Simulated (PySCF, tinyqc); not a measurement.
Worked calculation: CIS on RHF in the sto-3g basis, for H4, spin multiplicity 1. The lowest restricted solution is unstable here: a spin-polarised one lies 0.0127 hartree lower (PySCF). One step of it, computed by the program tinyqc.

Task: CIS matrix, singlets. A(ia,jb) = (e_a - e_i) d_ij d_ab + 2 (ia|jb) - (ij|ab).

orbital energies (hartree): MO1 -0.708889, MO2 -0.270960, MO3 0.307818, MO4 0.872706

Two-electron integrals over orbitals (pq|rs), unique and non-zero (hartree):
```
(11|11) 0.536082   (21|21) 0.148612   (22|11) 0.523014   (22|22) 0.534173
(31|31) 0.126453   (32|32) 0.077491   (33|11) 0.517746   (33|22) 0.507442
(33|33) 0.525764   (41|32) 0.077330   (41|41) 0.077220   (42|31) 0.124944
(42|42) 0.137104   (43|21) 0.144847   (43|43) 0.158966   (44|11) 0.525215
(44|22) 0.533098   (44|33) 0.531519   (44|44) 0.556607
```

Give: CIS matrix A, singlet.

Result:

CIS matrix A, singlet (hartree):
```
        1>3     1>4     2>3     2>4
1>3  0.7519  0.0000  0.0000  0.1050
1>4  0.0000  1.2108  0.0098  0.0000
2>3  0.0000  0.0098  0.2263  0.0000
2>4  0.1050  0.0000  0.0000  0.8848
```
